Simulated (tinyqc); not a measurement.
Worked calculation: thermal boundary conductance by the acoustic and diffuse mismatch models. Computed by tinyqc, a small Python program that keeps every step. Command: `OMP_NUM_THREADS=1 python tinyqc.py 3016720 3016721 out.jsonl kapitza walk`. One thread of a shared host (Intel(R) Xeon(R) Processor @ 2.30GHz), about 0.01 s of CPU time with the checks. Intermediate numbers are printed to about 5 digits and carried at full precision; extremes and crossings named in words are read from the listed rows.

Each side has one longitudinal and two transverse Debye branches, omega = v q up to q_D = (6 pi^2 n)^(1/3), with n counting all atoms. Scattering at the interface is elastic. Electrons are left out of G, also for metals. Melting is ignored. G refers to the temperatures of the phonons sent towards the interface. Linear branches over all atoms overstate G at high T, most for crystals with several atoms a cell.

Inputs (values chosen for the exercise, modelled on aluminium nitride (side 1) and gold (side 2)): density rho_1 = 3.28 g/cm^3; longitudinal velocity vL_1 = 10900 m/s; transverse velocity vT_1 = 6250 m/s; atom density n_1 = 93.9 1/nm^3; conductivity kappa_1 = 306 W/(m K); density rho_2 = 19.1 g/cm^3; longitudinal velocity vL_2 = 3290 m/s; transverse velocity vT_2 = 1310 m/s; atom density n_2 = 57.3 1/nm^3; conductivity kappa_2 = 321 W/(m K); temperature T = 50 K; thickness d_1 = 530 nm; thickness d_2 = 1100 nm; heat flux J = 0.37 kW/cm^2.

Structure: film on a substrate.

Constants: hbar = 1.054571817e-34 J s; k_B = 1.380649e-23 J/K.

## Cut-off frequencies and impedances

omega_c = v q_D for each branch, given as hbar omega_c/k_B; impedance Z = rho v.

Branches:
```
branch     v (m/s)  cut-off (K)  Z (1e6 kg/(m^2 s))
L, side 1    10900       1475.0              35.752
T, side 1     6250        845.8              20.500
L, side 2     3290        377.6              62.839
T, side 2     1310        150.4              25.021
```

## Acoustic mismatch: transmission of each branch

No mode conversion. t(theta) = 4 Z_1 Z_2 cos(theta_1) cos(theta_2)/N^2, with N = Z_2 cos(theta_1) + Z_1 cos(theta_2) for L (the form for pressure waves) and N = Z_1 cos(theta_1) + Z_2 cos(theta_2) for both T branches (the form for shear waves polarised along the interface); sin(theta_2) = (v_2/v_1) sin(theta_1), and t = 0 beyond the critical angle arcsin(v_1/v_2); the mean over the incoming flux is alpha = 2 int t sin(theta_1) cos(theta_1) d theta_1 (64 Gauss-Legendre points).

Transmission:
```
branch  t at normal incidence  largest angle from side 1 (deg)  alpha, 1 to 2  alpha, 2 to 1
L                     0.92452                               90        0.94959       0.086511
T                     0.99014                               90        0.87015       0.038228
```

For L waves from side 1 no critical angle exists, and the mean 0.95 stays near the normal-incidence 0.92. For T waves from side 1 no critical angle exists; the mean is 0.87 against 0.99 at normal incidence.

## Diffuse mismatch: transmission at low frequency

A phonon forgets its side and branch: alpha(1 to 2) = S_2/(S_1 + S_2), S_i = 1/vL_i^2 + 2/vT_i^2.

S_1 = 5.9617e-08 s^2/m^2

S_2 = 1.2578e-06 s^2/m^2

diffuse alpha, 1 to 2 = 0.95475

## Boundary conductance

G = (k_B^4 T^3/(8 pi^2 hbar^3)) int W(x) x^4 e^x/(e^x - 1)^2 dx, x = hbar omega/(k_B T). Acoustic mismatch: W = sum over the three branches of alpha(1 to 2)/v_1^2, each up to the lower of its two cut-offs. Diffuse mismatch: W = S_1 S_2/(S_1 + S_2), where S_i sums 1/v^2 over the branches of side i still below their cut-off. Radiation limit: W = min(S_1, S_2). The integral is split at the four cut-offs (64 Gauss-Legendre points a piece, x at most 45). Boundary resistance R = 1/G and Kapitza length kappa_2/G use the diffuse value.

G, acoustic mismatch = 22.080 MW/(m^2 K)

G, diffuse mismatch = 46.776 MW/(m^2 K)

G, radiation limit = 66.950 MW/(m^2 K)

boundary resistance R = 21.379 m^2 K/GW

Kapitza length in side 2 = 6862.5 nm

The diffuse value is 2.12 times the acoustic one and 70 % of the radiation limit. Diffuse scattering raises G here: it ignores the impedance mismatch and lets phonons change direction and branch. Caution: kappa_2 is of room-temperature size, so the Kapitza length is only nominal at this T.

## Conductance against temperature

The formulas are those given above.

G (MW/(m^2 K)):
```
T (K)  acoustic mismatch  diffuse mismatch  radiation limit
2              0.0042845         0.0046412        0.0048612
5               0.066945          0.072519         0.075956
10               0.53521           0.57999          0.60765
20                3.8454            4.4372           4.8610
40                15.704            27.688           37.387
80                39.399            110.63           169.26
150               60.672            198.36           311.97
300               71.635            245.16           388.42
600               74.939            259.39           411.69
1000              75.679            262.58           416.91
```

All three follow T^3 at the cold end (exponent 3.00 for the diffuse model) and flatten at high T (exponent 0.02 at the hot end); the lowest cut-off is 150 K. The ratio of diffuse to acoustic goes from 1.08 to 3.47. The plateau is set by the frequencies that both sides share.

## Temperature rise through the stack

In series: Delta T = J (d_1/kappa_1 + R + d_2/kappa_2), with bulk conductivities in the layers and one-dimensional flow.

temperature drops (K): film 0.0064085, interface 0.079101, substrate 0.012679

total rise Delta T = 0.098189 K

interface share of film plus interface = 0.92506

The interface takes the largest drop, 81 % of the total. Caution: the conductivities are of room-temperature size; at this T real values can differ much and free paths can be long. Caution: R from emitted-phonon temperatures is too large for use in series with Fourier layers, by up to a factor of about 2.

Checks made by the program: detailed balance alpha_12/v_1^2 = alpha_21/v_2^2 (relative difference below 1e-10); low-temperature limit G = pi^2 k_B^4 T^3 alpha S_1/(30 hbar^3) (relative difference below 1e-10).
